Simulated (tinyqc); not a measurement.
# Square on-chip spiral inductor, lumped pi model, step by step

tinyqc, about 0.01 s, one thread, Intel Xeon 2.30GHz (shared host): `OMP_NUM_THREADS=1 python tinyqc.py 2302094 2302095 out.jsonl` Printed values are rounded.

Outer diameter do = di + 2 n wd + 2 (n - 1) sp, mean da = (do + di)/2, fill p = (do - di)/(do + di), length l = 4 n da. L = 2.34 mu0 n^2 da/(1 + 2.75 p), mu0 = 4 pi 1e-7 H/m. Rs = rho l/(wd delta (1 - exp(-th/delta))), delta = sqrt(rho/(pi f mu0)). Cs = n wd^2 eps0 eo/hu across the coil. At each end Cox = l wd eps0 eo/(2 ho) leads to the substrate branch Rsi = 2 rs he/(l wd) in parallel with Csi = l wd eps0 11.7/(2 he). With one end grounded Y = 1/(Rs + i w L) + i w Cs + 1/[1/(i w Cox) + 1/(1/Rsi + i w Csi)], w = 2 pi f; Q = -Im Y/Re Y. Eddy currents in neighbouring turns and in the substrate are left out.

Parameters, values chosen for the exercise; values of the order met in silicon radio-frequency processes: number of turns n = 2.5; line width wd = 15 um; space between turns sp = 2 um; inner diameter di = 100 um; metal thickness th = 0.9 um; metal resistivity rho = 2.2 uohm cm; oxide below the coil ho = 3.4 um; oxide between coil and underpass hu = 0.7 um; relative permittivity of the oxide eo = 3.9; substrate resistivity rs = 1 ohm cm; effective spreading depth in the substrate he = 80 um; frequency f = 3 GHz.

Constants: eps0 = 8.8541878128e-12 F/m. Results are converted to the units shown.

## Geometry and model elements

do, l, L, delta, Rs, Cs, Cox, Rsi and Csi as defined.

do = 181 um
l = 1405 um
L = 1.44037 nH
delta = 1.36292 um
Rs = 3.12821 ohm
Cs = 27.7484 fF
Cox = 107.022 fF
Rsi = 75.9193 ohm
Csi = 13.6453 fF

Rs is 1.37 times the direct-current value in this empirical form, which overstates the skin effect of a flat slab when delta is near th and so stands in for some current crowding.

## Admittance, quality factor and apparent inductance

Series branch 1/(Rs + i w L), substrate branch, total Y, Q = -Im Y/Re Y, apparent inductance Im(1/Y)/w, metal-only value w L/Rs, share of the loss in the substrate Re(substrate branch)/Re Y.

series branch = 4.1881-36.3495i mS
substrate branch = 0.30001+1.96551i mS
Y = 4.4881-33.8609i mS
Q = 7.54455
apparent inductance = 1.53970 nH
w L/Rs = 8.67919
share of the loss in the substrate = 6.68456 %

Q is 86.9 % of the metal-only value.
